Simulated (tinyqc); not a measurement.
Schottky barrier with interface states (Cowley-Sze model), image lowering and contact resistance. Changing the interface-state density D. Computed by tinyqc, a small Python program. Command: `OMP_NUM_THREADS=1 python tinyqc.py 3008939 3008940 out.jsonl pinning sweep`. One thread of a shared host (Intel(R) Xeon(R) Processor @ 2.30GHz), about 0.01 s of CPU time with the checks.

An n-type semiconductor under a metal. The barrier lies between the Schottky-Mott limit phi_M - chi and the Bardeen limit E_g - E_n, E_n being the neutrality level of the interface states; the space-charge term of the full Cowley-Sze expression is left out.

Inputs (values chosen for the exercise, with gap, mass and screening modelled on germanium):
```
quantity,value,unit
gap E_g,0.678,eV
electron affinity chi,4.09,eV
metal work function phi_M,4.41,eV
neutrality level E_n above the valence band,0.437,eV
dipole layer thickness delta,0.36,nm
dipole layer constant eps_i,2,-
dielectric constant eps_s,16.7,-
electron mass m_e,0.226,m_0
valleys M_c,4,-
donor density N,7.5e+16,cm^-3
temperature T,350,K
reverse bias V_r,1.4,V
```

Pinning factor from: interface states.

Constants: e = 1.602176634e-19 C; eps_0 = 8.8541878128e-12 F/m; k_B = 8.617333262e-05 eV/K; m_0 = 9.1093837015e-31 kg; k_B = 1.380649e-23 J/K; h = 6.62607015e-34 J s; hbar = 1.054571817e-34 J s.

Method:
- S = 1/(1 + e^2 D delta/(eps_i eps_0)); for D per eV, e^2 D is the number e x D in SI units, with 1 cm^-2 = 1e4 m^-2.
- phi_B = S (phi_M - chi) + (1 - S)(E_g - E_n); the hole barrier is E_g - phi_B.
- N_c = 2 M_c (2 pi m_e k_B T/h^2)^(3/2); xi = E_c - E_F solves N = N_c F_1/2(-xi/k_B T) (bisection; full ionisation).
- F_1/2(eta) = (2/sqrt(pi)) int_0^infinity sqrt(x)/(1 + exp(x - eta)) dx, by the trapezoid rule in t = sqrt(x) with step 0.02 up to t = 12 (for eta < -12 by exp(eta) - exp(2 eta)/2^(3/2)).
- V_bi = phi_B - xi; W = sqrt(2 eps_s eps_0 (V_bi + V_r - k_B T/e)/(e N)); field at the metal E_m = e N W/(eps_s eps_0); image lowering sqrt(e E_m/(4 pi eps_s eps_0)).
- A* = 4 pi e m_e M_c k_B^2/h^3 (a simple valley count); J_s = A* T^2 exp(-phi/k_B T).
- J_0 uses phi_B; the reverse current uses phi_B less the image lowering, times 1 - exp(-V_r/k_B T).
- E_00 = (e hbar/2) sqrt(N/(m_e eps_s eps_0)), E_0 = E_00 coth(E_00/k_B T); scaling form of the contact resistivity rho_c = (k_B/(e A* T)) exp(phi_B/E_0), which is the thermionic result when E_00 << k_B T and keeps only the leading exponential of tunnelling when E_00 >> k_B T; image lowering is left out of it.

One run for each value:
```
interface-state density D (cm^-2 eV^-1),pinning factor S,barrier phi_B (eV),J_0 (A/cm^2),contact resistivity rho_c (ohm cm^2)
1.00e+11,0.99675,0.31974,331.1,8.8697e-05
3.00e+11,0.99032,0.31924,336.8,8.7220e-05
1.00e+12,0.96846,0.31751,356.6,8.2376e-05
3.00e+12,0.91098,0.31297,414.5,7.0891e-05
1.00e+13,0.75431,0.30059,624.9,4.7077e-05
3.00e+13,0.50578,0.28096,1198.2,2.4593e-05
1.00e+14,0.23490,0.25956,2435.9,1.2118e-05
3.00e+14,0.09284,0.24833,3533.9,8.3606e-06
```

Over the rows, pinning factor S falls from 0.997 to 0.0928 (exponent d ln y / d ln x -0.0059 between the first rows and -0.84 between the last); barrier phi_B (eV) falls from 0.320 to 0.248 (exponent d ln y / d ln x -0.0014 between the first rows and -0.040 between the last); J_0 (A/cm^2) rises from 331 to 3530 (exponent d ln y / d ln x 0.015 between the first rows and 0.34 between the last).  Left out: 1.00e15 (the built-in voltage is below 3 k_B T/e).

Caution (all rows): the field is near breakdown.
